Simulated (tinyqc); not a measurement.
From results back to parameters: dielectric confinement in a thin film (image charges). Five cases, with inputs chosen for the exercise.

Problem. The self-energy at the centre was computed from a hidden eh.

A film |z| < t/2 of dielectric constant eps between half-spaces of dielectric constant e2; lam = (eps - e2)/(eps + e2), q = e^2/(4 pi eps0). The self-energy of a band edge is taken with the high-frequency value, e2 = eh, and the field of a fixed ion with the static one, e2 = eo. A charge at z has images lam^|n| at n t + (-1)^n z. Its self-energy is S(z) = (q/2 eps) sum over n >= 1 of lam^n [1/(n t - 2z) + 1/(n t + 2z)] for odd n and 2 lam^n/(n t) for even n; at the centre S(0) = -(q/(eps t)) ln(1 - lam).

Constants: e^2/(4 pi eps0) = 14.39964547 eV angstrom.

Case 1.

Values chosen: t = 40 angstrom (film thickness); eps = 11.7 (dielectric constant of the film).
S(0) = 39.2319 meV

Case 2.

Values chosen: t = 28 angstrom (film thickness); eps = 16.3 (dielectric constant of the film).
S(0) = 46.6085 meV

Case 3.

Values chosen: t = 42 angstrom (film thickness); eps = 16 (dielectric constant of the film).
S(0) = 31.3027 meV

Case 4.

Values chosen: t = 18 angstrom (film thickness); eps = 13.3 (dielectric constant of the film).
S(0) = 47.5649 meV

Case 5.

Values chosen: t = 40 angstrom (film thickness); eps = 11.8 (dielectric constant of the film).
S(0) = 26.7495 meV

Find: lam; eh.

Solution. lam = 1 - exp(-S(0) eps t/q), and eh = eps (1 - lam)/(1 + lam).

Case 1.

lam = 0.7206
eh = 1.9

Case 2.

lam = 0.7717
eh = 2.1

Case 3.

lam = 0.7680
eh = 2.1

Case 4.

lam = 0.5465
eh = 3.9

Case 5.

lam = 0.5839
eh = 3.1

Computed by tinyqc, one run a case: `OMP_NUM_THREADS=1 python tinyqc.py N N+1 out.jsonl` with N = 1282581, 1282582, 1282626, 1282651, 1282705; one thread of a shared Intel(R) Xeon(R) Processor @ 2.30GHz, about 0.09 s a run at most.
